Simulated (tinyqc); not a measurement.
Five-frequency model of solute diffusion by vacancies in an fcc metal: one step, computed by the program tinyqc. Command: `OMP_NUM_THREADS=1 python tinyqc.py 3030792 3030793 out.jsonl fivefreq walk`. One thread of a shared host (Intel(R) Xeon(R) Processor @ 2.30GHz), about 0.08 s of CPU time with the checks.

A vacancy next to the solute exchanges with it (w2), jumps to one of 4 sites that also neighbour the solute (w1) or to one of 7 that do not (w3); w4 is the reverse of w3 and w0 the host jump.

Task: Diffusivities. c_v = exp(S_f - E_f/(k_B T)); host D0 = a^2 c_v w0 x 0.7815; solute D2 = a^2 c_v exp(E_b/(k_B T)) w2 f2; 1 angstrom^2 = 1e-16 cm^2.

Inputs (values chosen for the exercise, for a model solute in a host close to silver):
```
quantity                                      value      unit
binding energy E_b (positive for attraction)   0.19        eV
vacancy formation energy E_f                    1.1        eV
formation entropy S_f                           2.1       k_B
lattice constant a                             4.09  angstrom
temperature T                                   684         K
```

rates (1/s): w0 7.610335e+07, w1 1.401701e+08, w2 8529416, w3 2.893492e+07, w4 7.267092e+08

correlation factor f2 = 0.9550166

Constants: k_B = 8.617333262e-05 eV/K.

Give: vacancy fraction c_v; host diffusivity D0; solute diffusivity D2; ratio D2/D0.

Result:

vacancy fraction c_v = 6.414e-08

host diffusivity D0 = 6.381e-15 cm^2/s

solute diffusivity D2 = 2.195e-14 cm^2/s

ratio D2/D0 = 3.440

The ratio splits into binding 25.1, exchange rate 0.112 and correlation 1.22.
